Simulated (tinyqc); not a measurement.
# Inductance and parasitic capacitance from two readings

Problem. A loss-free coil L in parallel with C shows the apparent inductance L/(1 - w^2 L C), w = 2 pi f. Find L, C and the self-resonance 1/(2 pi sqrt(L C)).

apparent inductance at 5.1 and 8.7 GHz (nH): 4.5892242  8.4834856

Answer. The inverse of the reading is 1/L - w^2 C, a straight line in w^2.

L = 3.70 nH
C = 51.0 fF
self-resonance = 11.6 GHz

tinyqc, about 0.01 s, one thread, Intel Xeon 2.30GHz (shared host): `OMP_NUM_THREADS=1 python tinyqc.py 2302132 2302133 out.jsonl`
